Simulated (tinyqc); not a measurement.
CCSD on RHF in the sto-3g basis, for H3-, spin multiplicity 1, step by step. The basis has no diffuse functions, so it cannot describe the extra electron: this is an exercise in the method, not the real anion. One step of it, computed by the program tinyqc.

Problem. Iteration 5 (converged): orbitals. Diagonalise F' = X^T F X, C = X C', fill 2 alpha and 2 beta electrons from the bottom; D = 2 C_occ C_occ^T. Each column has its largest component positive (the first on a tie).

converged F (hartree), lower triangle:
```
           1H 1s      2H 1s     3H 1s
1H 1s   0.108373
2H 1s  -0.242370   0.117302
3H 1s  -0.222004  -0.061359  0.145345
```

X:
```
               1          2         3
1H 1s   1.148902  -0.018860  0.510539
2H 1s  -0.775175  -0.728157  0.411228
3H 1s  -0.685773   0.791490  0.390488
```

Give: F' = X^T F X; orbital energies; coefficients C; D after iteration 5.

Solution.

F' = X^T F X (hartree), lower triangle:
```
         1       2        3
1   0.9982
2  -0.0136  0.2240
3  -0.0173  0.0101  -0.1397
```

orbital energies (hartree): MO1 -0.1403, MO2 0.2240, MO3 0.9987

coefficients C:
```
          MO1      MO2      MO3
1H 1s  0.5279   0.0157   1.1411
2H 1s  0.4193  -0.7307  -0.7684
3H 1s  0.3585   0.7892  -0.7056
```

D after iteration 5, lower triangle:
```
        1H 1s    2H 1s   3H 1s
1H 1s  0.5579
2H 1s  0.4198   1.4195
3H 1s  0.4033  -0.8527  1.5027
```
